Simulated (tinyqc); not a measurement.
Gain spectrum: optical gain and spontaneous emission in a bulk direct-gap semiconductor.

Parabolic bands, vertical transitions, no excitons. For each hole band j: mr = me mj/(me + mj); joint density of states J_j(E) = (mr/c)^(3/2) sqrt(E - Eg)/(2 pi^2), both spins, c = hbar^2/2m0; averaged matrix element |e.p|^2 = m0 Ep/6; alpha_j(E) = 4 pi^2 alpha_f c Ep J_j/(3 nr E) in 1/angstrom (alpha_f the fine-structure constant, listed as alpha among the constants), times 1e8 for 1/cm.

F_j(eta) = (1/Gamma(j + 1)) integral_0^infinity x^j dx/(1 + exp(x - eta)), which tends to exp(eta) for eta << 0.

Quasi-Fermi levels: n = Nc F_1/2(Fc/kT) and p = Nv F_1/2(Fv/kT), Fc counted up from the conduction edge and Fv down from the valence edge; Nc, Nv from N = 2 (m kB T/(4 pi c))^(3/2) with c = hbar^2/2m0, in 1/angstrom^3; times 1e24 for 1/cm^3, with me and (mhh^(3/2) + mlh^(3/2))^(2/3).

For band j the electron sits at Ee = (E - Eg) mr/me above its edge and the hole at Eh = (E - Eg) mr/mj; fe = 1/(1 + exp((Ee - Fc)/kT)), fh = 1/(1 + exp((Eh - Fv)/kT)); gain g = sum_j alpha_j (fe + fh - 1).

Constants: hbar^2/2m0 = 3.80998211 eV angstrom^2; fine-structure constant alpha = 0.007297352564; kB = 8.617333262e-05 eV/K.

Parameters, chosen for this exercise (near those of InP; the results hold for these values, not for the real material):
- Eg = 1.348 eV (direct gap)
- me = 0.0787 m0 (electron mass)
- mhh = 0.596 m0 (heavy-hole mass)
- mlh = 0.0847 m0 (light-hole mass)
- Ep = 21.2 eV (Kane energy)
- nr = 3.34 (refractive index)
- T = 400 K
- n = 3.4e+18 1/cm^3 (injected density, n = p)

At the density n.

Spectrum:

| E - Eg (eV) | alpha, empty (1/cm) | fe, heavy | fh, heavy | g (1/cm) |
|---|---|---|---|---|
| 0.005 | 2197 | 0.930 | 0.160 | 196 |
| 0.010 | 3095 | 0.922 | 0.158 | 239 |
| 0.020 | 4345 | 0.901 | 0.153 | 225 |
| 0.030 | 5283 | 0.876 | 0.149 | 121 |
| 0.045 | 6401 | 0.828 | 0.143 | -174 |
| 0.060 | 7312 | 0.766 | 0.136 | -635 |
| 0.080 | 8325 | 0.662 | 0.129 | -1513 |
| 0.100 | 9180 | 0.540 | 0.121 | -2667 |
| 0.170 | 11417 | 0.163 | 0.098 | -7380 |
| 0.220 | 12573 | 0.051 | 0.084 | -9970 |

Give the missing row, E - Eg (eV) = 0.130.

Computed row:
```
E - Eg (eV)  alpha, empty (1/cm)  fe, heavy  fh, heavy  g (1/cm)
0.130                      10254      0.352      0.111     -4711
```

Fc + Fv = 0.0372 eV

g is positive below E - Eg = 0.0372 eV; the largest value listed is 239 1/cm at 0.010 eV. At 0.220 eV above the gap g is -0.79 times the absorption of the empty crystal, whose limit is -1.

tinyqc: `OMP_NUM_THREADS=1 python tinyqc.py 1680403 1680404 out.jsonl`; about 0.1 s, one thread, shared Intel(R) Xeon(R) Processor @ 2.30GHz.
